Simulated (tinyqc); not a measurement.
What moves the results: parabolic quantum dot in a magnetic field (Fock-Darwin). A value that a table varies takes the place of the one given here.

Two dimensions, V = m w0^2 r^2/2, one valley. hbar wc = 2 muB B/m, W = sqrt(w0^2 + wc^2/4), E(n, l, s) = (2n + |l| + 1) hbar W - l hbar wc/2 + s gs muB B, n = 0, 1, ..., l = 0, +/-1, ..., s = +/-1/2; length lam = sqrt(2c/(m hbar W)), c = hbar^2/2m0.

Two electrons, first order in the Coulomb energy: the singlet (0,0)^2 has 2W + J0 and the lowest triplet (0,0)(0,1) has 3W - wc/2 + J0/2 - Ez, with J0 = sqrt(pi/2) q/(eps lam), q = e^2/(4 pi eps0), Ez = |gs| muB B.

Exact treatment: the centre of mass separates with energy W, and the relative motion obeys [-(2c/m) Laplacian + (2c/m) r^2/(2 lam^2)^2 + q/(eps r)] psi = e_l psi for angular number l, solved in 14 Gaussians r^l exp(-a r^2), a = 1.7^i/(4 lam^2), i = -3 to 10. E(S) = W + e_0, E(T) = W + e_1 - wc/2 - Ez.

Constants: muB = 5.788381798e-05 eV/T; hbar^2/2m0 = 3.80998211 eV angstrom^2; e^2/(4 pi eps0) = 14.39964547 eV angstrom.

Inputs chosen for the exercise (near those of a gate-defined dot in Si; the results hold for these values, not for the real material): m = 0.1891 m0 (mass); gs = 1.95 (g factor); w0 = 1.2 meV (confinement energy hbar w0); Bs = (0, 0.49, 0.98, 1.6, 2.4, 3.5, 5.1) T (fields); eps = 11.5 (dielectric constant); B = 0.87 T (magnetic field).

## Levels against field

Six orbital levels without the Zeeman term.

Levels (meV):

| B (T) | (0,0) | (0,1) | (0,-1) | (0,2) | (1,0) | (0,3) |
|---|---|---|---|---|---|---|
| 0 | 1.200 | 2.400 | 2.400 | 3.600 | 3.600 | 4.800 |
| 0.49 | 1.209 | 2.269 | 2.569 | 3.328 | 3.628 | 4.387 |
| 0.98 | 1.237 | 2.174 | 2.774 | 3.111 | 3.711 | 4.048 |
| 1.6 | 1.296 | 2.102 | 3.082 | 2.909 | 3.888 | 3.715 |
| 2.4 | 1.407 | 2.079 | 3.549 | 2.752 | 4.221 | 3.424 |
| 3.5 | 1.609 | 2.146 | 4.289 | 2.683 | 4.826 | 3.221 |
| 5.1 | 1.969 | 2.377 | 5.499 | 2.785 | 5.907 | 3.193 |

How do the results move?

(0,2) crosses (0,-1) where W = 3 wc/2, that is wc = w0/sqrt(2), B = 1.39 T, and (0,3) crosses it at W = wc, B = 2.26 T. States with n = 0 and l >= 0 draw together into the lowest Landau level: their spacing W - wc/2 shrinks from 1.20 to 0.41 meV, while (0,-1) climbs to 3.53 meV above (0,0).

## Singlet against triplet in a field

For each field, first order and exact.

Energies (meV):

| B (T) | J0 | W - wc/2 | Ez | E(T) - E(S), first order | exact |
|---|---|---|---|---|---|
| 0 | 8.564 | 1.200 | 0.000 | -3.082 | 0.26 |
| 0.49 | 8.597 | 1.059 | 0.055 | -3.295 | 0.05 |
| 0.98 | 8.695 | 0.937 | 0.111 | -3.521 | -0.14 |
| 1.6 | 8.900 | 0.806 | 0.181 | -3.824 | -0.39 |
| 2.4 | 9.273 | 0.672 | 0.271 | -4.235 | -0.69 |
| 3.5 | 9.916 | 0.537 | 0.395 | -4.816 | -1.09 |
| 5.1 | 10.970 | 0.408 | 0.576 | -5.653 | -1.64 |

How do the results move?

Exactly, the triplet drops below the singlet between 0.49 and 0.98 T. First order has the triplet lower even at zero field, which the exact solution forbids; with J0/W = 7.14 at zero field it misses the splitting there by 3.34 meV. From the first row to the last the orbital cost falls by 0.79 meV, the Coulomb gain J0/2 (half direct, half exchange) grows by 1.20 meV and the Zeeman gain by 0.58 meV. States of higher angular number, which take over at higher fields, in soft dots already within such a table, are left out.

## What each parameter does

The two modes W +/- wc/2, lam and the exact E(T) - E(S), with q = e^2/(4 pi eps0) and Ez = |gs| muB B. Each row changes one parameter from the base and keeps the others.

Results:

| case | upper mode (meV) | lower mode (meV) | lam (angstrom) | E(T) - E(S) (meV) |
|---|---|---|---|---|
| base | 1.496 | 0.963 | 181.1 | -0.10 |
| B = 0.52 T | 1.370 | 1.051 | 182.5 | 0.04 |
| w0 = 0.96 meV | 1.263 | 0.730 | 201.1 | -0.16 |
| m = 0.2175 m0 | 1.454 | 0.991 | 169.3 | -0.08 |
| gs = 2.92 | 1.496 | 0.963 | 181.1 | -0.15 |
| eps = 9.8 | 1.496 | 0.963 | 181.1 | -0.13 |

What can be read from the table?

The largest shifts from the base row, up to three for each result and ties (the steps differ in size, so this ranks the rows, not the parameters). upper mode (meV): w0 -0.233, B -0.126, m -0.042; unchanged at the printed digits by gs and eps. lower mode (meV): w0 -0.233, B +0.088, m +0.028; unchanged at the printed digits by gs and eps. lam (angstrom): w0 +20.1, m -11.7, B +1.4; unchanged at the printed digits by gs and eps. E(T) - E(S) (meV): B +0.14, w0 -0.07, gs -0.05.

(tinyqc, `OMP_NUM_THREADS=1 python tinyqc.py 1281668 1281669 out.jsonl`, Intel(R) Xeon(R) Processor @ 2.30GHz, 1 thread, shared host, about 0.08 s.)
